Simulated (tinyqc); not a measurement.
A longer run and its error bar: q-state Potts model on a small periodic square lattice: enumeration, Metropolis, heat-bath and Wolff steps. Computed by tinyqc, a small Python program. Command: `OMP_NUM_THREADS=1 python tinyqc.py 3111058 3111059 out.jsonl potts walk`. One thread of a shared host (Intel(R) Xeon(R) Processor @ 2.30GHz), about 0.07 s of CPU time with the checks.

E = -J x (number of nearest-neighbour bonds with equal states); n x n sites with periodic edges have 2 n^2 bonds. Order parameter m = (q f - 1)/(q - 1), f being the largest share of one state. Sites are numbered row by row from 0. Here q = 3 and n = 3.

Inputs (values chosen for the exercise, for a model of domains or grain orientations):
```
quantity             value  unit
number of states q       3     -
edge n                   3     -
coupling J              11   meV
temperature T          111     K
seed                201817     -
```

Update: Metropolis.

Constants: k_B = 8.617333262e-05 eV/K.

Method:
- K = J/(k_B T); the infinite square lattice orders at K_c = ln(1 + sqrt(q)); Wolff bond probability p = 1 - exp(-K).
- All q^(n^2) states are counted by their number b of equal bonds; weights g(b) exp(K b), K = J/(k_B T). Per site: u = -J <b>/n^2, c/k_B = K^2 (<b^2> - <b>^2)/n^2.
- ln Z = ln sum g(b) exp(K b); entropy per site s/k_B = (ln Z - K <b>)/n^2.
- After 400 updates are discarded, b is recorded for 4000 sweeps of n^2 steps of the update named (random numbers not printed, so these rows are one sample). Records are averaged in blocks; the error is the scatter of block means over sqrt(number of blocks), and the last column its square over that for single records.

start states:
```
   1  2  3
1  2  2  2
2  0  2  0
3  0  2  1
```

K = 1.15000

<b> = 16.8189

Blocking:
```
block length  mean b     error  variance ratio
1             16.805  0.037371          1.0000
4             16.805  0.062683          2.8134
16            16.805  0.082789          4.9076
40            16.805  0.089652          5.7551
100           16.805  0.085741          5.2639
```

What does the comparison show, and why?

The run gives 16.805 +/- 0.090 (blocks of 40) against the exact 16.819, a difference of 0.2 error bars. Single records understate the error by a factor of about 2.4, because successive records are correlated.

Extremes, crossings and ranges named in words are read from the listed rows.
